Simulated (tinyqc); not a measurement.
Worked calculation: Boltzmann transport in a parabolic band with a power-law relaxation time. Values are carried at full precision from step to step, so a last printed digit may differ when a step is redone from the rounded ones.

F_j(eta) = (1/Gamma(j + 1)) integral_0^infinity x^j dx/(1 + exp(x - eta)), which tends to exp(eta) for eta << 0.

n = N F_1/2(eta) with N = 2 (m kB T/(4 pi c))^(3/2) with c = hbar^2/2m0, in 1/angstrom^3; times 1e24 for 1/cm^3, m = md.

Constants: hbar^2/2m0 = 3.80998211 eV angstrom^2; kB = 8.617333262e-05 eV/K.

Inputs chosen for the exercise (masses near those of Si; tau0 is set for a mobility of the usual size at this n, kL is a free input; freeze-out and phonon drag, which matter near 77 K, are left out; not measured data): n = 2.2e+20 1/cm^3 (electron density); md = 1.062 m0 (density-of-states mass); T = 400 K; r = 1.5 (exponent of tau); tau0 = 0.92 fs (tau at E = kT); mc = 0.2594 m0 (conductivity mass); kL = 24 W/(m K) (lattice thermal conductivity).

## Reduced Fermi level

Solve for eta.

N = 4.228e+19 1/cm^3
eta = 3.3728

## Integrals for r = 1.5 (ionised impurities)

tau = tau0 x^r with x = E/kT. With K_j = Gamma(j + 1) F_j(eta): <tau> = tau0 (r + 3/2) K_(r+1/2)/((3/2) K_(1/2)); mu = <tau>/(mc m0/e), m0/e = 5.685630e-12 kg/C; Hall factor rH = (3/2) K_(1/2) (2r + 3/2) K_(2r+1/2)/((r + 3/2) K_(r+1/2))^2; Seebeck S = -(kB/e) [(r + 5/2) K_(r+3/2)/((r + 3/2) K_(r+1/2)) - eta]; Lorenz number L = (kB/e)^2 [(r + 7/2) K_(r+5/2)/((r + 3/2) K_(r+1/2)) - ((r + 5/2) K_(r+3/2)/((r + 3/2) K_(r+1/2)))^2]; kB/e in V/K. Valley anisotropy is left out of rH.

Evaluate F_j and K_j for j = 1/2, r + 1/2, r + 3/2, r + 5/2 and 2r + 1/2 (each value once).

F_j and K_j:
```
j,F_j,K_j
0.5,5.2030,4.6111
2.0,11.977,23.954
3.0,16.608,99.649
4.0,20.579,493.89
3.5,18.701,217.52
```

## Transport coefficients

Form the ratios; u is the mean energy carried, in kT.

<tau>/tau0 = 10.390
rH = 1.311
u = 5.547
S = -187.3 microvolt/K
L = 2.672 1e-8 W ohm/K^2

The non-degenerate limits are rH = 1.933, u = r + 5/2 = 4 and L = (r + 5/2)(kB/e)^2 = 2.970; the degenerate ones are rH = 1 and L = 2.443.

## Mobility, conductivity and figure of merit

mu = <tau>/(mc m0/e) with m0/e = 5.685630e-12 kg/C; sigma = e n mu, e = 1.602176634e-19 C; Hall mobility rH mu; power factor S^2 sigma; ZT = S^2 sigma T/(kL + L sigma T), all in SI units.

mu = 64.8 cm^2/(V s)
Hall mobility = 85.0 cm^2/(V s)
sigma = 2.28e+03 S/cm
power factor = 8.02 mW/(m K^2)
electronic thermal conductivity = 2.44 W/(m K)
ZT = 0.12

A Hall measurement read with rH = 1 would give a density of 1.68e+20 1/cm^3. Electrons carry 9.2 % of the heat. kL is far below that of crystalline Si, so ZT is too high for it.

## Checks

- Seebeck coefficient against direct integration over -df/dE (microvolt/K): both -187.3.

Run: tinyqc, `OMP_NUM_THREADS=1 python tinyqc.py 1650584 1650585 out.jsonl`; Intel(R) Xeon(R) Processor @ 2.30GHz, one thread, shared host; about 0.01 s of CPU time with all checks.
